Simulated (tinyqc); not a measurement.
From results back to parameters: metal-induced gap states at the contact of a metal chain and a two-band chain.

Problem. With gap states the barrier for electrons is phi = S (W - chi - p) + p, W being the work function of the metal, S the pinning factor and p the depth of the neutrality level below the conduction edge. The barriers for two metals come from hidden S and p, those of the chain and not of a measured contact.

Inputs chosen for the exercise (out of a larger set: gap and optical dielectric constant near those of Ge; the chain itself is a model; not measured data):
- W1 = 4.14 eV (work function of metal 1)
- W2 = 5.36 eV (of metal 2)
- chi = 3.9 eV (electron affinity)

barriers (eV): metal 1 0.30723, metal 2 0.61589

Find: S, p (eV).

Solution. The slope of the barrier against W is S; then p = (phi1 - S (W1 - chi))/(1 - S).

S, p (eV): 0.253  0.330

Computed by tinyqc, a small Python program: `OMP_NUM_THREADS=1 python tinyqc.py 1452849 1452850 out.jsonl` (the numbers bound the seed that draws the inputs); one thread of a shared host (Intel(R) Xeon(R) Processor @ 2.30GHz), about 0.01 s for the whole set of steps.
